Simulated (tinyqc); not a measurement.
# Changing the density-of-states mass m

Model: single-band model of a thermoelectric material. Computed by tinyqc, a small Python program. Command: `OMP_NUM_THREADS=1 python tinyqc.py 3031980 3031981 out.jsonl thermo sweep`. One thread of a shared host (Intel(R) Xeon(R) Processor @ 2.30GHz), about 0.04 s of CPU time with the checks.

One spherical band, one scattering law, no minority carriers and no phonon drag. In a real material minority carriers limit |S| to about E_g/(2 e T), so larger values are formal. eta = E_F/(k_B T) is counted from the band edge; f = 1/(1 + exp(x - eta)).

Inputs (values chosen for the exercise, modelled on p-type Bi2Te3):

| quantity | value | unit |
|---|---|---|
| mobility parameter mu_300 | 570 | cm^2/(V s) |
| temperature exponent p | 2.5 | - |
| lattice thermal conductivity kappa_L | 0.79 | W/(m K) |
| carrier density n | 8.1e+19 | 1/cm^3 |
| temperature T | 320 | K |

Band: parabolic. Scattering: acoustic phonons, r = -0.5.

Constants: m_0 = 9.1093837015e-31 kg; k_B = 1.380649e-23 J/K; hbar = 1.054571817e-34 J s; k_B = 8.617333262e-05 eV/K; e = 1.602176634e-19 C.

Method:
- With x = E/(k_B T), a = alpha k_B T (0 for a parabolic band), G = x (1 + a x), D = 1 + 2 a x and <y> = int y f (1 - f) dx, f = 1/(1 + exp(x - eta)): tau = tau_0 G^r/D; transport function s = G^(3/2 + r)/D^2; n = N_0 <G^(3/2)> with N_0 = (2 m k_B T)^(3/2)/(3 pi^2 hbar^3).
- Integrals over x = E/(k_B T) use 160 Gauss-Legendre points in u = sqrt(x) from 0 to sqrt(max(eta, 0) + 32).
- Solve for eta.
- sigma = e mu_0 N_0 <s> with mu_0 = e tau_0/m = mu_300 (T/300 K)^(-p); |S| = (k_B/e)(<x s>/<s> - eta); Lorenz number L = (k_B/e)^2 (<x^2 s>/<s> - (<x s>/<s>)^2); kappa_e = L sigma T; zT = S^2 sigma T/(kappa_L + kappa_e).
- Hall factor r_H = <G^(3/2)> <G^(3/2 + 2r)/D^4>/<s>^2; drift mobility sigma/(n e) with n = N_0 <G^(3/2)>; power factor S^2 sigma.
- Quality factor B = (k_B/e)^2 e mu_0 N_0 T/kappa_L; zT and the power factor are maximised over eta between -8 and 30.

One run for each value:

| density-of-states mass m (m_0) | Seebeck coefficient \|S\| (microvolt/K) | largest power factor (microwatt/(cm K^2)) | density of the largest zT (1/cm^3) | largest zT |
|---|---|---|---|---|
| 0.28 | 32.40 | 7.22 | 3.6470e+18 | 0.2548 |
| 0.41 | 47.75 | 12.79 | 5.4858e+18 | 0.4179 |
| 0.61 | 70.76 | 23.22 | 8.0187e+18 | 0.6780 |
| 0.90 | 100.81 | 41.61 | 1.1139e+19 | 1.0511 |
| 1.30 | 135.30 | 72.23 | 1.4668e+19 | 1.5388 |
| 2.00 | 181.37 | 137.83 | 1.9480e+19 | 2.3085 |
| 3.00 | 228.51 | 253.21 | 2.4612e+19 | 3.2558 |
| 4.40 | 275.12 | 449.76 | 2.9925e+19 | 4.3689 |

Over the rows, Seebeck coefficient |S| (microvolt/K) rises from 32.4 to 275 (exponent d ln y / d ln x 1.0 between the first rows and 0.48 between the last); largest power factor (microwatt/(cm K^2)) rises from 7.22 to 450 (exponent d ln y / d ln x about 1.5 throughout); density of the largest zT (1/cm^3) rises from 3.65e18 to 2.99e19 (exponent d ln y / d ln x 1.1 between the first rows and 0.51 between the last). At the low end the exponent of Seebeck coefficient |S| is 1.02, close to 1: the Mott formula, S proportional to m T/n^(2/3). The exponent of largest power factor stays at 1.5: at fixed mu_0 the power factor scales with N_0. mu_300 is held fixed, which is what more valleys give; a heavier single valley would lose mobility as m^(-5/2) under acoustic scattering.

Extremes, crossings and ranges named in words are read from the listed rows.
